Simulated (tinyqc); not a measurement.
Order of mass and momentum: stepped quantum well by finite differences.

Finite differences on points z_i at the centres of cells of width h: H_ii = (c/h^2)(1/m_(i-1/2) + 1/m_(i+1/2)) + V_i, H_(i,i+1) = -(c/h^2)/m_(i+1/2), where m_(i+1/2) is the mean of the masses at the two points (the end values are repeated outwards), psi = 0 on the points beyond both ends, c = hbar^2/2m0. The field adds e F (z - z0) with z0 the middle of the structure; 1 kV/cm = 1e-5 eV/angstrom.

Constants: hbar^2/2m0 = 3.80998211 eV angstrom^2.

Values chosen for the exercise (out of a larger set: near those of an InGaAs well in InP; not measured data):
- layers = ((69, 0.257, 0.0787), (46, 0, 0.0409), (115, 0.116, 0.0579), (69, 0.257, 0.0787)) (each layer: thickness in angstrom, band edge in eV, mass in m0)
- F = 13 kV/cm (field along z)
- hf = 1.4375 angstrom (cell width of the fine grid)

Fine grid. Hermitian kinetic operators m^a p m^b p m^a with 2a + b = -1: H_ii = (c/h^2) m_i^(2a) (m_(i-1/2)^b + m_(i+1/2)^b) + V_i, H_(i,i+1) = -(c/h^2) m_i^a m_(i+1)^a m_(i+1/2)^b; BenDaniel-Duke is a = 0. The halved form has H_ii = 2c/(h^2 m_i) + V_i and H_(i,i+1) = -(c/2h^2)(1/m_i + 1/m_(i+1)). The shifts are measured against BenDaniel-Duke; the last column repeats E1 with cells of hf/4.

Cases:

| operator |
|---|
| BenDaniel-Duke |
| (1/m) p^2 + p^2 (1/m), halved |
| m^(-1/2) p^2 m^(-1/2) |
| m^(-1/4) p m^(-1/2) p m^(-1/4) |
| one mass, the smallest |

Rank the cases by E1, lowest first.

Answer: (1/m) p^2 + p^2 (1/m), halved, BenDaniel-Duke, m^(-1/4) p m^(-1/2) p m^(-1/4), one mass, the smallest, m^(-1/2) p^2 m^(-1/2).

Levels (eV):

| operator | E1 | E2 | E1 - E1(BDD) (meV) | E1 at hf/4 |
|---|---|---|---|---|
| BenDaniel-Duke | 0.0732 | 0.1548 | 0.0 | 0.0732 |
| (1/m) p^2 + p^2 (1/m), halved | 0.0113 | 0.1362 | -61.9 | -1.2662 |
| m^(-1/2) p^2 m^(-1/2) | 0.0950 | 0.1620 | 21.9 | 0.0951 |
| m^(-1/4) p m^(-1/2) p m^(-1/4) | 0.0845 | 0.1579 | 11.4 | 0.0846 |
| one mass, the smallest | 0.0849 | 0.1692 | 11.8 | 0.0850 |

The three forms m^a p m^b p m^a span 21.9 meV in E1, 27 % of E2 - E1; they differ only at the mass steps (largest to smallest mass 1.92), where m^a psi is the continuous quantity. Dropping the mass step altogether moves E1 by +11.8 meV. Refining the grid moves the halved form by -1277.5 meV, against at most 0.06 meV for the other three: at an abrupt step it has no limit as the grid is refined.

Computed by tinyqc, a small Python program: `OMP_NUM_THREADS=1 python tinyqc.py 1250873 1250874 out.jsonl` (the numbers bound the seed that draws the inputs); one thread of a shared host (Intel(R) Xeon(R) Processor @ 2.30GHz), about 0.01 s for the whole set of steps.
